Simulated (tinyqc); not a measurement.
# Worked calculation: circular transfer-length structure

Numbers from tinyqc (`OMP_NUM_THREADS=1 python tinyqc.py 2760063 2760064 out.jsonl`; about 0.01 s on one thread of a shared Intel Xeon 2.30GHz). Printed values are rounded.

A disc contact of radius r0 and a very wide ring contact from r1 = r0 + sp outwards lie on a thin layer; the metal has no resistance and the sheet resistance under the contacts equals Rsh.

Inputs (values chosen for the exercise): sheet resistance of the semiconductor layer Rsh = 38 ohm/sq; specific contact resistivity rc = 3.7e-5 ohm cm^2; radius of the inner contact r0 = 220 um; gap between the contacts sp = 100 um.

## The three parts of the resistance

Transfer length Lt = sqrt(rc/Rsh). R = (Rsh/2 pi) [(Lt/r0) I0(r0/Lt)/I1(r0/Lt) + ln(r1/r0) + (Lt/r1) K0(r1/Lt)/K1(r1/Lt)] with modified Bessel functions; for r0 >> Lt both ratios tend to 1.

Lt = 9.86754 um
I0/I1 = 1.02322
K0/K1 = 0.984928
inner contact = 0.277561 ohm
gap = 2.26610 ohm
outer contact = 0.183682 ohm
R = 2.72735 ohm

The contacts make up 16.9 % of R.

## The large-radius form

Transfer length Lt = sqrt(rc/Rsh). R = (Rsh/2 pi) [(Lt/r0) I0(r0/Lt)/I1(r0/Lt) + ln(r1/r0) + (Lt/r1) K0(r1/Lt)/K1(r1/Lt)] with modified Bessel functions; for r0 >> Lt both ratios tend to 1. Large radius: R = (Rsh/2 pi) [Lt (1/r0 + 1/r1) + ln(r1/r0)], and linearised for sp << r0: Rsh (sp + 2 Lt)/(2 pi r0).

large-radius R = 2.72386 ohm
linearised R = 3.29157 ohm

Against the Bessel form the first is 0.13 % below it and the second 21 % above it.
